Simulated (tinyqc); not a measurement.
What each form factor does: empirical-pseudopotential levels.

Empirical pseudopotential on the fcc lattice, atoms at +/- tau, tau = a (1,1,1)/8, no spin-orbit coupling. H(G,G') = c (2 pi/a)^2 |k + G|^2 delta + VS(q) cos(q.tau) + i VA(q) sin(q.tau), q = G - G', c = hbar^2/2m0; k and G in units of 2 pi/a; VS at |q|^2 = 3, 8, 11 and VA at 3, 4, 11, in rydberg, zero elsewhere. The basis is fixed: all 59 G with |G|^2 up to Gcut. Energies are counted from the fourth level at Gamma.

Constants: hbar^2/2m0 = 3.80998211 eV angstrom^2; Ry = 13.60569312 eV.

Inputs chosen for the exercise (near those of Si; shifted at random, so the results belong to these values and not to a real crystal): a = 5.441 angstrom (lattice constant); VS3 = -0.213 Ry; VS8 = 0.04 Ry; VS11 = 0.08 Ry; VA3 = 0 Ry; VA4 = 0 Ry; VA11 = 0 Ry; Gcut = 12 (2 pi/a)^2 (largest |G|^2 of the fixed basis).

Lowest empty singlet and triplet at Gamma and the valence width there (fixed basis); lowest empty level at X = (1,0,0) and L = (1/2,1/2,1/2) from the valence top, these levels and that top with all |k + G|^2 up to 21. Singlet and triplet count orbital degeneracy. VS3 is VS at |q|^2 = 3, and so on. The row for a keeps the form factors fixed, so it is no model of a real expansion, which changes them too.

Results for these values:

| case | singlet (eV) | triplet (eV) | X (eV) | L (eV) | width (eV) |
|---|---|---|---|---|---|
| base | 3.922 | 3.447 | 1.030 | 1.918 | 12.651 |

What happens to each result for VS3 = -0.223 Ry, all else kept?

Answer: singlet falls from 3.922 to 3.857; triplet rises from 3.447 to 3.591; X rises from 1.030 to 1.272; L rises from 1.918 to 2.014; width falls from 12.651 to 12.597.

The same for each parameter in turn:

| case | singlet (eV) | triplet (eV) | X (eV) | L (eV) | width (eV) |
|---|---|---|---|---|---|
| base | 3.922 | 3.447 | 1.030 | 1.918 | 12.651 |
| a = 5.495 angstrom | 3.937 | 3.473 | 1.159 | 1.990 | 12.349 |
| VS3 = -0.223 Ry | 3.857 | 3.591 | 1.272 | 2.014 | 12.597 |
| VS8 = 0.03 Ry | 3.430 | 3.504 | 0.944 | 1.685 | 12.723 |
| VS11 = 0.07 Ry | 3.412 | 3.214 | 0.765 | 1.590 | 12.821 |
| VA3 = 0.03 Ry | 3.956 | 3.468 | 0.771 | 1.913 | 12.654 |
| VA4 = 0.03 Ry | 3.790 | 3.531 | 0.588 | 1.961 | 12.642 |
| VA11 = 0.03 Ry | 3.774 | 3.401 | 0.742 | 1.859 | 12.671 |

In a diamond crystal a small VA enters the levels at Gamma and L only in second order, by symmetry, but splits the degenerate pair at X in first order.

(tinyqc, `OMP_NUM_THREADS=1 python tinyqc.py 1080206 1080207 out.jsonl`, Intel(R) Xeon(R) Processor @ 2.30GHz, 1 thread, shared host, about 0.3 s.)
